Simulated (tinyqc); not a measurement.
## Bias-temperature instability, empirical power law with universal recovery: effect of the measurement delay

Threshold-voltage shift at the end of a stress: dV = A (V/V0)^g exp[-(Ea q/kB)(1/T - 1/T0)] (t/1 s)^n. After a delay tr the permanent share pp stays and the rest falls by r = 1/(1 + B (tr/t)^be). An empirical model: its parameters are fits, not properties.

At V0 and T0. The apparent n comes from the measured shifts at ts/100 and ts, and the projection extends that line from ts to ten years (3.15576e8 s).

Values chosen for this exercise: reference stress voltage V0 = 1.7 V; reference temperature T0 = 373 K; shift after 1 s at V0 and T0 A = 22 mV; time exponent n = 0.21; voltage exponent g = 4.7; apparent activation energy of the shift Ea = 0.15 eV; permanent share pp = 0.24; recovery scale B = 1.6; recovery dispersion be = 0.15; stress time ts = 1000 s.

Constants: q = 1.602176634e-19 C, kB = 1.380649e-23 J/K. Results are converted to the units shown.

The same in every row: true shift (mV) = 1340.

Effect of the measurement delay:
```
tr (s)  share left at ts  apparent n  projected shift (mV)
1e-6              0.9493      0.2203                  1451
1e-5              0.9303      0.2239                  1487
0.0001            0.9051      0.2284                  1531
0.001             0.8726      0.2338                  1580
0.01              0.8317      0.2399                  1627
0.1               0.7821      0.2463                  1660
1                 0.7248      0.2524                  1661
10                0.6618      0.2573                  1614
```

The share left falls from 0.949 to 0.662 and the apparent n rises from 0.220 to 0.257. The projection is 8.2 % above the true ten-year shift in the first row and 20 % above it in the last: a lower start and a steeper slope work against each other.

Computed by the program tinyqc: `OMP_NUM_THREADS=1 python tinyqc.py 2070045 2070046 out.jsonl`, one thread of a shared Intel Xeon 2.30GHz, about 0.01 s for the whole run.
